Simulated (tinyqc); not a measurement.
Worked calculation: admittance spectroscopy and thermally stimulated current of one trap level in a depletion layer. Computed by tinyqc, a small Python program that keeps every step. Command: `OMP_NUM_THREADS=1 python tinyqc.py 3111567 3111568 out.jsonl admit walk`. One thread of a shared host (Intel(R) Xeon(R) Processor @ 2.30GHz), about 0.01 s of CPU time with the checks. Intermediate numbers are printed to about 5 digits and carried at full precision; extremes and crossings named in words are read from the listed rows.

A Schottky junction on n-type material holds one donor-like electron trap; shallow donors are fully ionised and abrupt depletion edges are assumed.

Inputs (values chosen for the exercise, modelled on n-type GaN): dielectric constant eps = 9.64; density-of-states mass m = 0.195 m_0; shallow doping N = 2.1e+16 1/cm^3; trap density N_t = 1.4e+15 1/cm^3; trap depth E_t below the band = 0.449 eV; capture cross section sigma = 1.5e-14 cm^2; band bending V_b = 2.3 V; test frequency f = 4000 Hz; heating rate beta = 0.52 K/s.

Constants: k_B = 1.380649e-23 J/K; m_0 = 9.1093837015e-31 kg; h = 6.62607015e-34 J s; k_B = 8.617333262e-05 eV/K; eps_0 = 8.8541878128e-12 F/m; e = 1.602176634e-19 C.

## Temperature of the peak

N_c = 2 (2 pi m k_B T/h^2)^(3/2), v_th = sqrt(3 k_B T/m), emission rate e_n = sigma v_th N_c exp(-E_t/(k_B T)). Where the level crosses the Fermi level capture equals emission, so the trap follows the signal with the rate 2 e_n; G/omega peaks at omega = 2 e_n (the correction for large N_t/N is left out). Solve 2 e_n(T_p) = 2 pi f.

peak temperature T_p = 289.95 K

N_c at T_p = 2.0532e+18 1/cm^3

e_n at T_p = 12566 1/s

E_c - E_F = k_B T_p ln(N_c/N) = 0.11450 eV

## The capacitance step

With E_c - E_F = k_B T_p ln(N_c/N): lambda = sqrt(2 eps eps_0 (E_t - (E_c - E_F))/(e^2 N)); traps are empty and charged for x < x_t = w - lambda, and V_b = e (N w^2 + N_t x_t^2)/(2 eps eps_0). High frequency: C_hf = eps eps_0/w. Low frequency: C_lf = eps eps_0 (N + N_t)/(N w + N_t x_t).

lambda = 130.27 nm

depletion width w = 337.40 nm

crossing point x_t = 207.12 nm

C_hf = 25.298 nF/cm^2

C_lf = 25.924 nF/cm^2

step (C_lf - C_hf)/C_hf = 0.024729

small-N_t estimate (N_t/N)(lambda/w) = 0.025741

Reading N_t/N straight from the step would give 0.0247 against the true 0.0667: the factor lambda/w must be known.

## Scan in temperature at fixed frequency

With x = omega/(2 e_n): C = C_hf + (C_lf - C_hf)/(1 + x^2), G/omega = (C_lf - C_hf) x/(1 + x^2); C_hf and C_lf are held at their values at T_p.

Admittance:
```
T (K)  omega/(2 e_n)  C (nF/cm^2)  G/omega (nF/cm^2)
255.2         14.914       25.301            0.04176
266.8          5.616       25.317            0.10797
275.5          2.843       25.367            0.19583
284.2          1.497       25.491            0.28894
290.0          0.997       25.612            0.31280
295.7          0.678       25.727            0.29057
304.4          0.387       25.842            0.21042
316.0          0.191       25.902            0.11550
330.5          0.085       25.919            0.05272
```

The peak of G/omega is half the step, 0.313 nF/cm^2. Its full width is near 2 ln(2 + sqrt3) k_B T_p^2/(E_t + 2 k_B T_p) = 38.2 K.

## Arrhenius plot

T_p for 0.1, 0.3, 1, 3 and 10 f; least-squares lines of ln(e_n/T^2) and of ln(e_n) against 1/(k_B T), e_n = pi f; sigma = exp(intercept)/(v_th N_c/T^2).

Peaks:
```
f (Hz)  T_p (K)  1/(k_B T) (1/eV)  ln(e_n/T^2)  ln(e_n)
400      259.83            44.662      -3.9839    7.136
1200     273.42            42.442      -2.9872    8.235
4000     289.95            40.022      -1.9006    9.439
12000    306.78            37.827      -0.9149   10.537
40000    327.48            35.436       0.1585   11.741
```

depth from e_n/T^2 = 0.449 eV

cross section from the intercept = 1.50e-14 cm^2

depth without the T^2 = 0.49911 eV

Leaving out T^2 adds 50 meV, near 2 k_B T_p = 50 meV.

## Thermally stimulated current

Thermally stimulated current without retrapping: filled share n(T) = exp(-(1/beta) int e_n dT), current proportional to e_n n; the peak obeys beta (E_t/(k_B T^2) + 2/T) = e_n(T). The integral starts at 0.5 T_m and uses 4000 trapezoid steps to 1.2 T_m. Chen's first-order estimate from the full width W = T_2 - T_1 between the half-height points: E = 2.52 k_B T_m^2/W - 2 k_B T_m.

peak temperature T_m = 180.42 K

lower half-height T_1 = 172.43 K

upper half-height T_2 = 186.15 K

filled share at T_m = 0.38966

E_t/(k_B T_m) = 28.879

symmetry factor (T_2 - T_m)/(T_2 - T_1) = 0.41751

depth by Chen's formula = 0.48444 eV

The slow ramp empties the trap at 180 K, far below the admittance peak at 290 K, since the rate asked for is 0.089 per second instead of 13000. Chen's formula, made for a constant prefactor, gives 35 meV more than E_t.

Checks made by the program: C_lf against dQ/dV by differences (relative difference below 1e-10); depth recovered (relative difference below 1e-10); peak of the integrated curve (relative difference 3e-05).
